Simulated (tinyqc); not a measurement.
Scaling with the misfit: strain-driven roughening and islands of a mismatched epitaxial film. Computed by tinyqc, a small Python program. Command: `OMP_NUM_THREADS=1 python tinyqc.py 3007523 3007524 out.jsonl island walk`. One thread of a shared host (Intel(R) Xeon(R) Processor @ 2.30GHz), about 0.01 s of CPU time with the checks.

Film and substrate share isotropic elastic constants; the film is coherent and biaxially strained.

Inputs (values chosen for the exercise, modelled on InAs on InP):

| quantity | value | unit |
|---|---|---|
| misfit \|f\| | 0.0315 | - |
| shear modulus G | 30.1 | GPa |
| Poisson ratio nu | 0.31 | - |
| surface energy gamma | 0.734 | J/m^2 |
| contact angle of the shallow shape theta_1 | 9.91 | degrees |
| contact angle of the steep shape theta_2 | 30.4 | degrees |
| facet energy of shape 1 over gamma | 1.004 | - |
| facet energy of shape 2 over gamma | 0.9915 | - |
| surface mobility D_s nu_s Omega^2/(k_B T) | 1.9e-34 | m^6/(J s) |

Transport: surface diffusion.

Constants: e = 1.602176634e-19 C.

Method:
- M = 2 G (1 + nu)/(1 - nu); stress = M f; energy density w = M f^2.
- A ripple A cos(k x) has the surface chemical potential per volume [gamma k^2 - 2 (1 + nu) w k] A cos(k x), so k_c = 2 (1 + nu) w/gamma. With surface diffusion the amplitude grows at the rate q = B k^2 [2 (1 + nu) w k - gamma k^2], fastest at k_m = (3/4) k_c. B is the surface mobility.
- Shallow faceted island (Tersoff form): E = 4 Gam V^(2/3) tan^(1/3)(theta) - 6 c V tan(theta), Gam = gamma [x/sin(theta) - 1/tan(theta)], x the facet energy over gamma, c = stress^2 (1 - nu)/(2 pi G).
- The barrier is the maximum of E, at V_c = [4 Gam/(9 c)]^3 / tan^2(theta) (1 GPa nm = 1 J/m^2).
- V_c = [4 Gam/(9 c)]^3/tan^2(theta), barrier = (4/3) Gam V_c^(2/3) tan^(1/3)(theta); the growth time is 1/q at k_m.

fastest wavelength = 20.6954 nm

growth time 1/q at k_m = 2.53190 s

critical volume, shape 1 = 14.2920 nm^3

barrier, shape 1 = 2.21094 eV

Misfit scaled at fixed constants:

| \|f\| (%) | fastest wavelength (nm) | growth time (s) | V_c of shape 1 (nm^3) | barrier of shape 1 (eV) |
|---|---|---|---|---|
| 0.7875 | 331.13 | 1.6593e+05 | 5.8540e+04 | 5.6600e+02 |
| 1.1025 | 168.94 | 1.1244e+04 | 7.7747e+03 | 1.4733e+02 |
| 1.5750 | 82.78 | 6.4817e+02 | 9.1469e+02 | 3.5375e+01 |
| 2.2050 | 42.24 | 4.3920e+01 | 1.2148e+02 | 9.2084e+00 |
| 3.1500 | 20.70 | 2.5319e+00 | 1.4292e+01 | 2.2109e+00 |
| 4.4100 | 10.56 | 1.7156e-01 | 1.8981e+00 | 5.7553e-01 |

What does the comparison show, and why?

Halving the misfit stretches the wavelength 4 times, the barrier 16 times, the volume 64 times and the time 256 times: f^(-2), f^(-4), f^(-6), f^(-8). Over these rows the time spans 6.0 decades: strongly mismatched films tend to roughen first, while dilute alloys have time to stay flat. Rows with wavelengths under 10 nm or volumes under 5 nm^3 are beyond the continuum picture.

Extremes, crossings and ranges named in words are read from the listed rows.
